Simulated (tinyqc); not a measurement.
Worked calculation: thin-film optics by transfer matrices. Values are carried at full precision from step to step, so a last printed digit may differ when a step is redone from the rounded ones.

Indices N = n + i k. Snell: N0 sin(theta) = N_j sin(theta_j), with Im(N_j cos theta_j) >= 0. Admittance y_j = N_j cos theta_j for s and N_j/cos theta_j for p. Phase delta_j = 2 pi N_j cos theta_j d_j/lambda. Layer matrix [[cos delta, -i sin delta/y], [-i y sin delta, cos delta]], multiplied from the top down to M. (B, C) = M (1, y_sub); r = (y0 B - C)/(y0 B + C), R = |r|^2, T = 4 Re y0 Re y_sub/|y0 B + C|^2, absorbed in the films 1 - R - T.

Parameters, chosen for this exercise (indices near those of resist, SiO2 on Si; shifted at random, so the results belong to these values and not to a real crystal):
- lam = 365 nm (vacuum wavelength)
- n0 = 1 (ambient index)
- n = (1.723, 1.492, 6.59) (n of resist, SiO2, substrate)
- k = (0.025, 0, 2.668) (k in the same order)
- d = (106, 7.6) nm (thicknesses, top first)
- theta = 45 degrees (angle of incidence)
- pol = p (polarisation)

## Angles, admittances and phases

Form cos theta_j, y_j and delta_j.

cos theta_j: ambient 0.7071, film 1 0.9120+0.0027i, film 2 0.8806, substrate 0.9964+0.0035i

y_j: ambient 1.4142, film 1 1.8894+0.0219i, film 2 1.6944, substrate 6.6227+2.6546i

delta_j (rad): film 1 2.8671+0.0500i, film 2 0.1719

## Layer matrices and their product

Form each matrix and multiply from the top down.

matrix of film 1:
```
[[-0.9638-0.0136i, -0.0272-0.1433i],
 [-0.0851-0.5139i, -0.9638-0.0136i]]
```

matrix of film 2:
```
[[0.9853, -0.1009i],
 [-0.2898i, 0.9853]]
```

M:
```
[[-0.9911-0.0055i, -0.0281-0.0439i],
 [-0.0878-0.2270i, -1.0014-0.0048i]]
```

Each matrix has determinant 1, and so has M.

## Reflection and transmission

Close the stack on the substrate.

B, C: [-1.0607-0.3711i, -6.7073-2.9170i]

r = -0.6435-0.0216i
R = 0.4146
T into the substrate = 0.4730
absorbed in the films = 0.1124

The bare substrate would reflect 0.4770.

## Ellipsometric angles

Ellipsometry: rho = tan(Psi) exp(i Delta) = -conj(r_p/r_s) with the r of the admittance formula, Delta in 0 to 360 degrees, so that a bare dielectric at small angles gives Delta = 180.

Repeat the steps for both polarisations.

r_s = -0.7967-0.0137i
r_p = -0.6435-0.0216i
Psi = 38.94 degrees
Delta = 179.06 degrees

## Checks

- R against the recursion of Airy sums from the substrate up: both 0.41457.

Run: tinyqc, `OMP_NUM_THREADS=1 python tinyqc.py 1652717 1652718 out.jsonl`; Intel(R) Xeon(R) Processor @ 2.30GHz, one thread, shared host; about 0.01 s of CPU time with all checks.
